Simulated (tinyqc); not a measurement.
Frequency dispersion of an accumulation capacitance by border traps, distributed model: two steps of the calculation.

Traps spread evenly through the insulator exchange electrons with the semiconductor by tunnelling, with tau(x) = t0 exp(2 ka x) at depth x from the interface. The admittance per area Y seen at depth x obeys dY/dx = -Y^2/(i w eps0 eox) + q Nb ln(1 + i w tau)/tau, with Y(0) = i w Cs and w = 2 pi f; the gate sees Y(tox) = G + i w C. Working variable y = Y/(i w), in uF/cm^2. Cox = eps0 eox/tox.

Inputs (values chosen for the exercise); permittivity close to that of silicon dioxide:
```
symbol,value,unit,meaning
eox,4.07,,relative permittivity of the insulator
tox,8.7,nm,insulator thickness
Cs,6.5,uF/cm^2,semiconductor capacitance in accumulation
Nb,4.5e19,cm^-3 eV^-1,density of border traps
ka,4.6,1/nm,decay constant of the wave function in the insulator
t0,9e-9,s,time constant of a trap at the interface
f,1e6,Hz,frequency
xe,0.86,nm,depth down to which the steps are taken
```

Constants: q = 1.602176634e-19 C, eps0 = 8.8541878128e-14 F/cm where lengths are in cm. Results are converted to the units shown.

Task 1. Midpoint steps through the active depth. In terms of y: dy/dx = -y^2/(eps0 eox) + s(x), s = q Nb ln(1 + z)/z, z = i w tau. 10 midpoint steps of h = xe/10: y_half = y + (h/2) y'(x, y), y(new) = y + h y'(x + h/2, y_half).

Wanted: x; s; y.

Result 1.

```
point    x (nm)  s (uF/(cm^2 nm))     y (uF/cm^2)
0             0  0.72021-0.02035i  6.5000+0.0000i
1      0.086000  0.71727-0.04462i  5.6950-0.0023i
2       0.17200  0.70356-0.09563i  5.0761-0.0070i
3       0.25800  0.64797-0.18631i  4.5854-0.0164i
4       0.34400  0.50034-0.27653i  4.1817-0.0321i
5       0.43000  0.30367-0.27759i  3.8354-0.0493i
6       0.51600  0.15692-0.20864i  3.5325-0.0606i
7       0.60200  0.07528-0.13379i  3.2677-0.0647i
8       0.68800  0.03499-0.07859i  3.0364-0.0638i
9       0.77400  0.01604-0.04377i  2.8340-0.0601i
10      0.86000  0.00731-0.02354i  2.6559-0.0553i
```

Task 2. Capacitance and conductance at the gate. Beyond xe the traps are ignored, so 1/y(tox) = 1/y(xe) + (tox - xe)/(eps0 eox); C = Re y, G/w = -Im y, loss tangent G/(w C).

y at xe = 2.6559498-0.0553325i uF/cm^2

Give: y at the gate; C; G/w; loss tangent.

Result 2.

y at the gate = 0.39186-0.00120i uF/cm^2
C = 0.39186 uF/cm^2
G/w = 0.0012040 uF/cm^2
loss tangent = 0.0030725

tinyqc, about 0.7 s, one thread, Intel Xeon 2.30GHz (shared host): `OMP_NUM_THREADS=1 python tinyqc.py 2202073 2202074 out.jsonl`
